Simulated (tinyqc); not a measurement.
Worked calculation: standing waves and exposure in a photoresist film. Values are carried at full precision from step to step, so a last printed digit may differ when a step is redone from the rounded ones.

Normal incidence from air. Unexposed resist: N1 = n1 + i k1 with k1 = (A + B) lam/(4 pi), lam in micrometres. r01 = (1 - N1)/(1 + N1), t01 = 2/(1 + N1). Below the resist lie the layer Na = na + i ka and the substrate Ns = ns + i ks: r12 = (r1a + ras x)/(1 + r1a ras x), x = exp(4 pi i Na da/lam), r1a = (N1 - Na)/(N1 + Na), ras = (Na - Ns)/(Na + Ns). With p = exp(2 pi i N1 d/lam), the field at depth z is E(z) = t01 [exp(2 pi i N1 z/lam) + r12 p^2 exp(-2 pi i N1 z/lam)]/(1 + r01 r12 p^2), the relative intensity I(z) = n1 |E(z)|^2 and the reflectance R = |(r01 + r12 p^2)/(1 + r01 r12 p^2)|^2.

Parameters, chosen for this exercise (a resist on W, indices near tabulated ones; not measured data):
- lam = 248 nm (vacuum wavelength)
- n1 = 1.779 (resist index)
- A = 0.07 1/micrometre (bleachable absorption (Dill A))
- B = 0.69 1/micrometre (fixed absorption (Dill B))
- d = 444 nm (resist thickness)
- ns = 3.401 (substrate n)
- ks = 2.862 (substrate k)
- na = 1.767 (n of the bottom antireflection layer)
- ka = 0.419 (its k)
- da = 66 nm (its thickness)
- C = 0.039 cm^2/mJ (exposure rate (Dill C))
- D = 20 mJ/cm^2 (incident dose)
- Ld = 20 nm (diffusion length of the post-exposure bake)

## Interface coefficients

Form N1, r01, t01 and r12.

N1 = 1.77900+0.01500i
r01 = -0.2803-0.0039i
t01 = 0.7197-0.0039i
r12 = -0.1300-0.1158i
|r12|^2 = 0.0303

Next to the bottom the intensity swings by a factor ((1 + |r12|)/(1 - |r12|))^2 = 2.02 between antinode and node; without the layer |r12|^2 would be 0.3058.

## Round trip and reflectance

Form p^2, the denominator and R; the period of the standing wave is lam/(2 n1).

p^2 = -0.4884+0.5203i
1 + r01 r12 p^2 = 0.9653+0.0026i
R = 0.0266
period = 69.70 nm

The film holds 6.37 periods.

## Intensity and exposure over the lowest period

Nine depths from d - period to d. Without bleaching during the exposure the share of unexposed compound is m = exp(-C D I).

Profile:
```
z (nm)      I      m
374.3   0.581  0.636
383.0   0.514  0.670
391.7   0.591  0.630
400.4   0.764  0.551
409.1   0.929  0.485
417.9   0.986  0.463
426.6   0.900  0.496
435.3   0.717  0.571
444.0   0.544  0.654
```

I runs from 0.514 to 0.986 on these points, so m runs from 0.463 to 0.670; the least exposed point listed lies 61.0 nm above the bottom.

## Smoothing by the bake

Gaussian diffusion of length Ld multiplies a cosine of period L by exp(-2 pi^2 Ld^2/L^2). Give that factor, and the Ld that leaves 10 %.

factor = 0.197
Ld for 10 % = 23.81 nm

## Checks

- R against the transfer-matrix product: both 0.026562.

Program tinyqc; command `OMP_NUM_THREADS=1 python tinyqc.py 1651494 1651495 out.jsonl`; about 0.01 s on one thread of a shared Intel(R) Xeon(R) Processor @ 2.30GHz.
